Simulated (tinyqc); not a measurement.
Worked calculation: Raman shift of the zone-centre optical phonon of a diamond-structure crystal under stress. Computed by tinyqc, a small Python program that keeps every step. Command: `OMP_NUM_THREADS=1 python tinyqc.py 3004591 3004592 out.jsonl ramanstress walk`. One thread of a shared host (Intel(R) Xeon(R) Processor @ 2.30GHz), about 0.01 s of CPU time with the checks. Intermediate numbers are printed to about 7 digits and carried at full precision; extremes and crossings named in words are read from the listed rows.

Axes x, y, z are the cube axes. Strain shifts the threefold optical mode and can split it; p, q and r are the phonon deformation potentials.

Inputs (values chosen for the exercise, modelled on germanium):
```
quantity                             value      unit
unstrained frequency omega_0         300.2      1/cm
p/omega_0^2                          -1.43         -
q/omega_0^2                          -1.97         -
r/omega_0^2                          -1.08         -
C11                                  126.8       GPa
C12                                   48.5       GPa
C44                                  67.72       GPa
stress sigma (tension positive)       0.88       GPa
polarisation angle phi                  10    degree
temperature coefficient d omega/dT  -0.015  1/(cm K)
local temperature T                    310         K
laser wavelength                       532        nm
```

Stress state: uniaxial. Axis: [100].

Constants: h = 6.62607015e-34 J s; c = 299792458 m/s; k_B = 1.380649e-23 J/K.

## Compliances

S11 = (C11 + C12)/D, S12 = -C12/D, D = (C11 - C12)(C11 + 2 C12), S44 = 1/C44.

S11 = 10.00369 1/TPa

S12 = -2.767706 1/TPa

S44 = 14.76669 1/TPa

## Stress and strain tensors

Uniaxial stress along the unit vector n of the axis: sigma_ij = sigma n_i n_j. eps_xx = S11 sigma_xx + S12 (sigma_yy + sigma_zz), and cyclic; eps_xy = S44 sigma_xy/2 (tensor strain).

stress (GPa):
```
      x     y     z
x  0.88  0.00  0.00
y  0.00  0.00  0.00
z  0.00  0.00  0.00
```

strain (per mille):
```
          x          y          z
x  8.803244   0.000000   0.000000
y  0.000000  -2.435581   0.000000
z  0.000000   0.000000  -2.435581
```

volume strain = 3.932082 per mille

## Secular matrix and shifts

Secular matrix: M_xx = p eps_xx + q (eps_yy + eps_zz), M_xy = 2 r eps_xy; its eigenvalues are omega^2 - omega_0^2, and the shifts are these over 2 omega_0.

M/(2 omega_0) (1/cm):
```
           x          y          z
x  -0.449167   0.000000   0.000000
y   0.000000  -1.360118   0.000000
z   0.000000   0.000000  -1.360118
```

shifts, in rising order (1/cm): -1.360118  -1.360118  -0.449167

The triplet splits into a singlet and a doublet. Tension softens every mode.

## Mean shift and Grueneisen parameter

gamma = -(p + 2q)/(6 omega_0^2); the mean of the three shifts is -gamma omega_0 x (volume strain).

mode Grueneisen parameter gamma = 0.895

mean shift = -1.056468 1/cm

## The line seen from a (001) surface

Backscattering from a (001) surface: incident polarisation (cos phi, sin phi, 0). With Raman tensors (R_z)_xy = (R_z)_yx = 1 and cyclic, only the z component u_z of a mode counts: I = u_z^2 sin^2(2 phi) for parallel and u_z^2 cos^2(2 phi) for crossed polarisers. An unresolved line sits at the intensity-weighted shift, which is M_zz/(2 omega_0).

total intensity, parallel = 0.1169778

total intensity, crossed = 0.8830222

shift of the observed line = -1.360118 1/cm

shift per stress = -1.545589 1/(cm GPa)

stress per shift = -647.0025 MPa cm

The z-polarised mode is an eigenmode here, so one line is seen.

## The same stress in different states

Uniaxial: sigma n n^T; biaxial: sigma (1 - n n^T); hydrostatic: sigma 1. The line seen from (001) is taken as unresolved, at the intensity-weighted shift M_zz/(2 omega_0).

Shifts (1/cm):
```
state                     lowest     middle    highest  line seen from (001)
uniaxial [100]         -1.360118  -1.360118  -0.449167             -1.360118
uniaxial [110]         -1.957914  -1.360118   0.148628             -1.360118
uniaxial [001]         -1.360118  -1.360118  -0.449167             -0.449167
uniaxial [111]         -2.460829  -0.354287  -0.354287             -1.056468
biaxial, normal [001]  -2.720237  -1.809285  -1.809285             -2.720237
biaxial, normal [111]  -2.815117  -2.815117  -0.708574             -2.112936
hydrostatic            -3.169404  -3.169404  -3.169404             -3.169404
```

Seen from (001), uniaxial stress along [100] and along [110] give the same shift (-1.360), and equal biaxial stress in the plane gives twice as much (-2.720), since only sigma_xx + sigma_yy and sigma_zz enter M_zz. Stress along [001] gives -0.449. One measured shift therefore fixes the stress only once its state is assumed: read as uniaxial in the plane, a shift implies twice the stress that it does read as biaxial.

## Heating mistaken for stress

A temperature above 300 K shifts the line by (d omega/dT)(T - 300 K); divided by the shift per stress it poses as a stress; the total shift adds it to the shift of the observed line. The anti-Stokes to Stokes ratio is [(omega_L + omega_0)/(omega_L - omega_0)]^3 exp(-h c omega_0/(k_B T)) in photon counts, omega_L = 1/wavelength, resonance effects left out.

thermal shift = -0.15 1/cm

apparent stress from heating = 0.09705037 GPa

total shift = -1.510118 1/cm

anti-Stokes/Stokes ratio = 0.2732246

Heating poses as tension, 11 % of the true stress in size; the intensity ratio gives T apart from the shift.

Checks made by the program: mean of the eigenvalues against the trace rule (relative difference below 1e-10); weighted mean of the modes against M_zz (relative difference below 1e-10).
